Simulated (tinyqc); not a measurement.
Two-junction solar cell, detailed-balance limit: two steps of the calculation.

The top cell takes all photons above E1, the bottom cell those between E2 and E1. Each cell follows J = Jsc - J0 (exp(V/Vt) - 1) with J0 = q ge Phi(gap, T)/ERE; light emitted by one cell and absorbed by the other is left out. In series both carry one current; wired apart (four terminals) each works at its own maximum power point. Efficiencies are counted against Pin = fs X sigma Ts^4.

Inputs (values chosen for the exercise):
- T = 320 K (cell temperature)
- Ts = 4500 K (temperature of the black-body sun)
- fs = 2.16e-5 (share of the hemisphere filled by the sun)
- X = 1 (concentration)
- ERE = 0.001 (external radiative efficiency)
- ge = 2 (number of faces that emit)
- E2 = 0.62 eV (gap of the bottom cell)
- E1 = 1.39 eV (gap of the top cell)

Constants: q = 1.602176634e-19 C, kB = 1.380649e-23 J/K, h = 6.62607015e-34 J s, c = 299792458 m/s, Vt = kB T/q. Results are converted to the units shown.

Question 1. Photocurrents and dark currents. Photon flux above E from a black body at temperature T into a hemisphere: Phi(E, T) = A sum_k exp(-k E/th)[E^2 th/k + 2 E th^2/k^2 + 2 th^3/k^3], k = 1, 2, ..., with th = kB T/q in eV and A = 2 pi q^3/(h^3 c^2). J1 = q fs X Phi(E1, Ts), J2 = q fs X [Phi(E2, Ts) - Phi(E1, Ts)], J01 and J02 as above; sigma = 2 pi^5 kB^4/(15 h^3 c^2).

Give: J1; J2; J01; J02; Pin.

Answer 1.

J1 = 12.32 mA/cm^2
J2 = 21.08 mA/cm^2
J01 = 2.254e-13 mA/cm^2
J02 = 0.06309 mA/cm^2
Pin = 50.22 mW/cm^2

The top cell limits the series current; the other has 71 % more.

Question 2. Maximum power, in series and apart. In series V(J) = Vt [ln((J1 - J)/J01 + 1) + ln((J2 - J)/J02 + 1)], and J V(J) is largest where V = J Vt [1/(J1 - J + J01) + 1/(J2 - J + J02)]. Apart, each cell has (1 + v) exp(v) = 1 + Jsc/J0 at its maximum power point, v = Vmp/Vt.

J1 = 12.318313 mA/cm^2
J2 = 21.082845 mA/cm^2
J01 = 2.2536424e-13 mA/cm^2
J02 = 0.063090234 mA/cm^2
Pin = 50.224491 mW/cm^2

Wanted: series Jmp; series Vmp; series efficiency; top cell alone; bottom cell behind it.

Answer 2.

series Jmp = 11.94 mA/cm^2
series Vmp = 0.9134 V
series efficiency = 21.72 %
top cell alone = 18.46 %
bottom cell behind it = 3.907 %

Wired apart the cells give 22.36 %; the series connection loses 0.64 points of that.

Computed by the program tinyqc: `OMP_NUM_THREADS=1 python tinyqc.py 2820013 2820014 out.jsonl`, one thread of a shared Intel Xeon 2.30GHz, about 0.01 s for the whole run.
